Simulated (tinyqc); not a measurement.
Comparisons within one model: complex band structure along [001] in sp3s* tight binding. A value that a table varies takes the place of the one given here.

For k = (0, 0, kz) the phase sums are g0 = cos(phi) and g3 = i sin(phi), phi = kz a/4, and the s, pz, s* orbitals of anion (a) and cation (c) decouple from px, py. With z = exp(i phi), H(z) = H0 + z T + T^T/z for any complex z. H0 is diagonal (Esa, Epa, Exa, Esc, Epc, Exc). The anion-cation block is B(z) = z U + W/z and the cation-anion block z W^T + U^T/z, where U has Vss/2 (s,s), Vsapc/2 (s,z), -Vscpa/2 (z,s), Vxx/2 (z,z), Vxapc/2 (s*,z), -Vpaxc/2 (z,s*), and W has the same values with the s-z and s*-z signs reversed. |z| = 1 is a band state, |z| < 1 decays along [001] as exp(-kappa d) over a distance d, kappa = -(4/a) ln|z|. No spin-orbit coupling.

Constants: hbar^2/2m0 = 3.80998211 eV angstrom^2.

Parameters, chosen for this exercise (out of a larger set: near a published set for InAs, fitted to gaps, whose masses and valley positions are rough (light masses up to twice too heavy); not measured data):
- p = (-9.545, 0.909, -2.732, 3.729, 7.42, 6.724, -5.593, 1.833, 4.452, 3.046, 5.424, 3.364, 3.906) eV (order Esa, Epa, Esc, Epc, Exa, Exc, Vss, Vxx, Vxy, Vsapc, Vscpa, Vxapc, Vpaxc)
- a = 6.054 angstrom (lattice constant)
- dE = 0.07 eV (E - Ev)

## Decay across the direct gap

Ev = 0.00643 eV
EG (direct gap) = 0.40380 eV

masses of this model, from the curvature at Gamma (m0): m_lh 0.02737, m_e 0.02920

kappa of the imaginary branch at Gamma against three formulas: parabolic from the valence edge, sqrt(m_lh E/c); parabolic from the conduction edge, sqrt(m_e (EG - E)/c); two-band (Franz), sqrt(m E (1 - E/EG)/c) with m = 2 m_lh m_e/(m_lh + m_e). E from Ev; c = hbar^2/2m0.

kappa (1/angstrom):
```
E/EG  E (eV)  tight binding  parabolic, valence  parabolic, conduction  two-band
0.05  0.0202         0.0118              0.0120                 0.0542    0.0119
0.15  0.0606         0.0193              0.0209                 0.0513    0.0195
0.25  0.1010         0.0235              0.0269                 0.0482    0.0237
0.35  0.1413         0.0260              0.0319                 0.0449    0.0261
0.50  0.2019         0.0273              0.0381                 0.0393    0.0274
0.65  0.2625         0.0262              0.0434                 0.0329    0.0261
0.75  0.3029         0.0239              0.0466                 0.0278    0.0237
0.85  0.3432         0.0198              0.0497                 0.0215    0.0195
0.95  0.3836         0.0121              0.0525                 0.0124    0.0119
```

The branch joins the light-hole and conduction bands and peaks, among these rows, at E/EG = 0.50 with kappa = 0.0273 1/angstrom. At mid-gap the parabola from the conduction edge is +44 % off and the two-band form +0.1 %; over 5 nm the parabola would misstate exp(-2 kappa d) by a factor 3.32.

## Band-to-band tunnelling in a uniform field

WKB at zero transverse momentum: T = exp(-2 I/(eF)), I = integral of kappa dE across the direct gap (8 Gauss-Legendre points in theta, E = EG sin^2 theta, 0 to pi/2); 1 MV/cm = 0.01 V/angstrom. The two-band form gives I = (pi/8) sqrt(m/c) EG^(3/2) with m = 2 m_lh m_e/(m_lh + m_e).

Tunnelling:
```
F (MV/cm)  path EG/eF (angstrom)  exponent 2I/eF  T, tight binding  T, two-band
0.50                        80.8           3.469            0.0311       0.0311
0.75                        53.8           2.313            0.0990       0.0988
1.00                        40.4           1.735             0.176        0.176
1.50                        26.9           1.156             0.315        0.314
2.00                        20.2           0.867             0.420        0.420
3.00                        13.5           0.578             0.561        0.561
4.00                        10.1           0.434             0.648        0.648
```

I, tight binding = 0.008674 eV/angstrom
I, two-band = 0.008678 eV/angstrom

The two-band integral is +0.06 % from the tight-binding one, which makes the two-band T 0.9981 times the other at 0.5 MV/cm and 0.9998 times at 4 MV/cm. Doubling the field from 1 to 2 MV/cm halves the exponent and raises T by a factor 2.38. Where the exponent falls below about 2 the WKB form is only a guide.

## Energy and lattice constant

The slowest root of the s-pz block and the heavy-hole branch, sinh^2(kappa a/4) = ((E - Epa)(E - Epc) - Vxx^2)/(Vxx^2 - Vxy^2), at E = Ev + dE with Ev the lower root of [[Epa, Vxx], [Vxx, Epc]]; the couplings are kept when a changes. Each row changes one parameter from the base and keeps the others.

Results:
```
case                slowest kappa (1/angstrom)  heavy-hole kappa (1/angstrom)
base                                    0.0205                         0.0917
dE = 0.1 eV                             0.0234                         0.1091
a = 6.236 angstrom                      0.0199                         0.0890
```

The largest shifts from the base row, up to three for each result and ties (the steps differ in size, so this ranks the rows, not the parameters). slowest kappa (1/angstrom): dE +0.0029, a -0.0006. heavy-hole kappa (1/angstrom): dE +0.0174, a -0.0027. With the couplings fixed, kappa a stays, so kappa scales as 1/a.

tinyqc: `OMP_NUM_THREADS=1 python tinyqc.py 1452769 1452770 out.jsonl`; about 0.01 s, one thread, shared Intel(R) Xeon(R) Processor @ 2.30GHz.
